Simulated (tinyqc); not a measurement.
On-chip power grid, static voltage drop by conjugate gradients: one step of the calculation.

A grid of 3 rows and 4 columns, node k = 4 row + column. Neighbours in a row are joined by Rx, in a column by Ry; pad nodes, which reach the supply through Rp: 0, 8. Each node draws I0, node 3 draws kh I0. The drops u = Vdd - V solve G u = i, with G the conductance matrix (1/Rp added on the diagonal at pad nodes).

Task. Conjugate-gradient step. q = G p; with z = r/G_kk: a = (r.z)/(p.q); u(new) = u + a p; r(new) = r - a q; b = (r.z)(new)/(r.z); p(new) = z(new) + b p.

Inputs (values chosen for the exercise): resistance of a horizontal segment Rx = 0.64 ohm; resistance of a vertical segment Ry = 1.1 ohm; resistance from a pad node to the supply Rp = 0.031 ohm.

u after iteration 1 (mV):
```
           col 0      col 1      col 2      col 3
row 0  0.0673933  0.5801917  0.5801917  4.7348975
row 1  0.6923295  0.4734897  0.4734897  0.6923295
row 2  0.0673933  0.5801917  0.5801917  0.9469795
```

r after iteration 1 (mA):
```
           col 0      col 1      col 2       col 3
row 0  0.6953941  0.6017508  7.8947261  -2.6667896
row 1  0.0218151  2.0359407  2.0359407   5.0646245
row 2  0.6953941  0.6017508  1.9761042   0.6953941
```

p after iteration 1 (mV):
```
           col 0      col 1      col 2      col 3
row 0  0.0642711  0.5300993  2.3379354  2.0297857
row 1  0.4610114  0.7227447  0.7227447  1.9526660
row 2  0.0642711  0.5300993  0.8707841  0.9031074
```

Give: q; a; u after iteration 2; r after iteration 2; b; p after iteration 2.

Result.

q (mA):
```
       col 0   col 1   col 2   col 3
row 0  0.985  -2.272   4.775  -0.411
row 1  0.312   0.759  -3.525   2.806
row 2  0.985   0.020   0.616  -0.904
```

a = 2.298

u after iteration 2 (mV):
```
       col 0  col 1  col 2  col 3
row 0  0.215  1.798  5.952  9.399
row 1  1.752  2.134  2.134  5.179
row 2  0.215  1.798  2.581  3.022
```

r after iteration 2 (mA):
```
       col 0  col 1  col 2  col 3
row 0  -1.57   5.82  -3.08  -1.72
row 1  -0.70   0.29  10.13  -1.38
row 2  -1.57   0.55   0.56   2.77
```

b = 1.272

p after iteration 2 (mV):
```
       col 0  col 1  col 2  col 3
row 0  0.037  2.118  2.212  1.886
row 1  0.381  0.979  2.970  2.076
row 2  0.037  0.812  1.247  2.271
```

Numbers from tinyqc (`OMP_NUM_THREADS=1 python tinyqc.py 2770196 2770197 out.jsonl`; about 0.1 s on one thread of a shared Intel Xeon 2.30GHz).
